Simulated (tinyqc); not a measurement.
Semiconducting tubes compared: carbon nanotube by zone folding.

Circumference C = n a1 + m a2, a = sqrt3 acc; d = a sqrt(n^2 + nm + m^2)/pi; tan(theta) = sqrt3 m/(2n + m); dR = gcd(2n + m, 2m + n); T = t1 a1 + t2 a2 with t1 = (2m + n)/dR, t2 = -(2n + m)/dR, |T| = sqrt3 pi d/dR; N = 2 (n^2 + nm + m^2)/dR hexagons a cell. On cutting line mu = 0 to N - 1 at x = k|T|/(2 pi) the phases are p1 = 2 pi (-t2 mu + m x)/N, p2 = 2 pi (t1 mu - n x)/N, and E = -/+ t |1 + exp(i p1) + exp(i p2)|.

Inputs chosen for the exercise (out of a larger set: near those used for carbon; not measured data):
- t = 2.67 eV (hopping)
- acc = 1.42 angstrom (bond length)
- tubes = ((14, 0), (16, 14), (14, 7), (9, 2), (9, 5), (15, 8), (7, 6)) (pairs (n, m))

E11 and E22 are twice the two lowest band edges; the cone gives E11 d = 2 t acc and E22/E11 = 2.

Cases:

| (n,m) |
|---|
| (14,0) |
| (16,14) |
| (14,7) |
| (9,2) |
| (9,5) |
| (15,8) |
| (7,6) |

Rank the cases by E11 (eV), lowest first.

Answer: (16,14), (15,8), (14,7), (14,0), (9,5), (7,6), (9,2).

Tubes:

| (n,m) | d (angstrom) | theta (deg) | (n - m) mod 3 | E11 (eV) | E22 (eV) | E11 d/(2 t acc) | E22/E11 |
|---|---|---|---|---|---|---|---|
| (14,0) | 10.96 | 0.0 | 2 | 0.7061 | 1.3189 | 1.021 | 1.868 |
| (16,14) | 20.36 | 27.8 | 2 | 0.3727 | 0.7407 | 1.001 | 1.987 |
| (14,7) | 14.50 | 19.1 | 1 | 0.5177 | 1.0586 | 0.990 | 2.045 |
| (9,2) | 7.95 | 9.8 | 1 | 0.9272 | 1.9844 | 0.972 | 2.140 |
| (9,5) | 9.62 | 20.6 | 1 | 0.7767 | 1.5916 | 0.985 | 2.049 |
| (15,8) | 15.83 | 20.0 | 1 | 0.4748 | 0.9676 | 0.991 | 2.038 |
| (7,6) | 8.82 | 27.5 | 1 | 0.8528 | 1.7011 | 0.992 | 1.995 |

E11 follows 1/d first. For mod 1 the scaled E11 lies below one (0.972 to 0.992) and E22/E11 on both sides of two (1.995 to 2.140). For mod 2 the scaled E11 lies above one (1.001 to 1.021) and E22/E11 below two (1.868 to 1.987). The largest departure of the scaled E11 is that of (9,2); warping acts as cos(3 theta)/d, most for thin tubes near zigzag. Below about 8 angstrom curvature, left out of zone folding, changes the gaps further.

Program tinyqc; command `OMP_NUM_THREADS=1 python tinyqc.py 1450761 1450762 out.jsonl`; about 0.02 s on one thread of a shared Intel(R) Xeon(R) Processor @ 2.30GHz.
